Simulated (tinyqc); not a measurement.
# Schottky barrier with interface states (Cowley-Sze model), image lowering and contact resistance, step by step

A worked calculation. Computed by tinyqc, a small Python program that keeps every step. Command: `OMP_NUM_THREADS=1 python tinyqc.py 3031619 3031620 out.jsonl pinning walk`. One thread of a shared host (Intel(R) Xeon(R) Processor @ 2.30GHz), about 0.01 s of CPU time with the checks. Intermediate numbers are printed to about 6 digits and carried at full precision; extremes and crossings named in words are read from the listed rows.

An n-type semiconductor under a metal. The barrier lies between the Schottky-Mott limit phi_M - chi and the Bardeen limit E_g - E_n, E_n being the neutrality level of the interface states; the space-charge term of the full Cowley-Sze expression is left out.

Inputs (values chosen for the exercise, with gap, mass and screening modelled on CdTe): gap E_g = 1.51 eV; electron affinity chi = 4.28 eV; metal work function phi_M = 4.96 eV; neutrality level E_n above the valence band = 0.575 eV; interface-state density D = 2.9e+14 cm^-2 eV^-1; dipole layer thickness delta = 0.46 nm; dipole layer constant eps_i = 1; dielectric constant eps_s = 10.4; electron mass m_e = 0.0998 m_0; valleys M_c = 1; donor density N = 2e+17 cm^-3; temperature T = 200 K; reverse bias V_r = 1.8 V.

Pinning factor from: interface states.

Constants: e = 1.602176634e-19 C; eps_0 = 8.8541878128e-12 F/m; k_B = 8.617333262e-05 eV/K; m_0 = 9.1093837015e-31 kg; k_B = 1.380649e-23 J/K; h = 6.62607015e-34 J s; hbar = 1.054571817e-34 J s.

## Pinning factor and barrier

S = 1/(1 + e^2 D delta/(eps_i eps_0)); for D per eV, e^2 D is the number e x D in SI units, with 1 cm^-2 = 1e4 m^-2. phi_B = S (phi_M - chi) + (1 - S)(E_g - E_n); the hole barrier is E_g - phi_B.

pinning factor S = 0.0397790

Schottky-Mott barrier = 0.68 eV

Bardeen barrier = 0.935 eV

barrier phi_B = 0.924856 eV

hole barrier = 0.585144 eV

The contact is strongly pinned: the metal hardly matters.

## Depletion layer and image lowering under reverse bias

N_c = 2 M_c (2 pi m_e k_B T/h^2)^(3/2); xi = E_c - E_F solves N = N_c F_1/2(-xi/k_B T) (bisection; full ionisation). F_1/2(eta) = (2/sqrt(pi)) int_0^infinity sqrt(x)/(1 + exp(x - eta)) dx, by the trapezoid rule in t = sqrt(x) with step 0.02 up to t = 12 (for eta < -12 by exp(eta) - exp(2 eta)/2^(3/2)). V_bi = phi_B - xi; W = sqrt(2 eps_s eps_0 (V_bi + V_r - k_B T/e)/(e N)); field at the metal E_m = e N W/(eps_s eps_0); image lowering sqrt(e E_m/(4 pi eps_s eps_0)).

N_c = 4.30656e+17 cm^-3

xi = 0.0104072 eV

built-in voltage V_bi = 0.914449 V

depletion width W = 124.507 nm

field E_m = 433263 V/cm

image lowering = 0.0774525 eV

Caution: E_00 = (e hbar/2) sqrt(N/(m_e eps_s eps_0)) is above 0.3 k_B T, so tunnelling through the barrier adds to the thermionic currents, most of all under reverse bias.

## Thermionic current

A* = 4 pi e m_e M_c k_B^2/h^3 (a simple valley count); J_s = A* T^2 exp(-phi/k_B T). J_0 uses phi_B; the reverse current uses phi_B less the image lowering, times 1 - exp(-V_r/k_B T).

Richardson constant A* = 11.9933 A cm^-2 K^-2

J_0 = 2.37489e-18 A/cm^2

thermionic reverse current = 2.12500e-16 A/cm^2

Image lowering raises the reverse current by a factor 89.5. Caution: so small an emission current is nominal: generation, tunnelling and edge leakage set the real one.

## Tunnelling scale and contact resistivity

E_00 = (e hbar/2) sqrt(N/(m_e eps_s eps_0)), E_0 = E_00 coth(E_00/k_B T); scaling form of the contact resistivity rho_c = (k_B/(e A* T)) exp(phi_B/E_0), which is the thermionic result when E_00 << k_B T and keeps only the leading exponential of tunnelling when E_00 >> k_B T; image lowering is left out of it.

E_00 = 0.00815005 eV

E_00/k_B T = 0.472887

E_0 = 0.0185006 eV

contact resistivity rho_c = 1.84525e+14 ohm cm^2

With the usual bounds 0.5 and 5 on E_00/k_B T the regime is thermionic emission; so large a rho_c means a blocking contact.

## Choosing the metal

The formulas are those given above.

Against work function:
```
phi_M (eV)  Schottky-Mott (eV)  phi_B (eV)  J_0 (A/cm^2)  rho_c (ohm cm^2)
4.28                      0.00    0.897807   1.14095e-17       4.27635e+13
4.50                      0.22    0.906558   6.86660e-18       6.86291e+13
4.71                      0.43    0.914912   4.22903e-18       1.07797e+14
4.93                      0.65    0.923663   2.54516e-18       1.72998e+14
5.14                      0.86    0.932017   1.56752e-18       2.71730e+14
5.36                      1.08    0.940768   9.43386e-19       4.36087e+14
5.57                      1.29    0.949122   5.81016e-19       6.84969e+14
5.79                      1.51    0.957873   3.49674e-19       1.09927e+15
```

A span of 1.51 eV in work function moves the barrier by 0.060 eV (slope S = 0.040) and rho_c by 1.4 decades. The barrier equals its Schottky-Mott value only at phi_M = chi + E_g - E_n = 5.21 eV, where the interface states are neutral.

## Doping the contact

Regimes: thermionic below E_00/k_B T = 0.5, field emission above 5.

Against doping:
```
N (cm^-3)  1e10/sqrt(N)   E_00/k_B T  rho_c (ohm cm^2)                     regime
1.00e+16    1.00000e+02  1.05741e-01       5.94684e+15        thermionic emission
1.00e+17    3.16228e+01  3.34382e-01       1.06986e+15        thermionic emission
1.00e+18    1.00000e+01  1.05741e+00       7.07278e+09  thermionic-field emission
3.00e+18    5.77350e+00  1.83148e+00       4.40192e+04  thermionic-field emission
1.00e+19    3.16228e+00  3.34382e+00       3.21915e-01  thermionic-field emission
3.00e+19    1.82574e+00  5.79166e+00       3.79560e-04             field emission
1.00e+20    1.00000e+00  1.05741e+01       5.74663e-06             field emission
3.00e+20    5.77350e-01  1.83148e+01       6.72805e-07             field emission
1.00e+21    3.16228e-01  3.34382e+01       1.78802e-07             field emission
```

Even over the thermionic rows rho_c falls by a factor 5.6, since the barrier is many E_0 high, and then it falls faster, by 22.5 decades in all; in field emission ln rho_c is linear in 1/sqrt(N). It stays above 1e-7 ohm cm^2 at every listed doping.

Checks made by the program: charge in the layer against the field (relative difference below 1e-10).
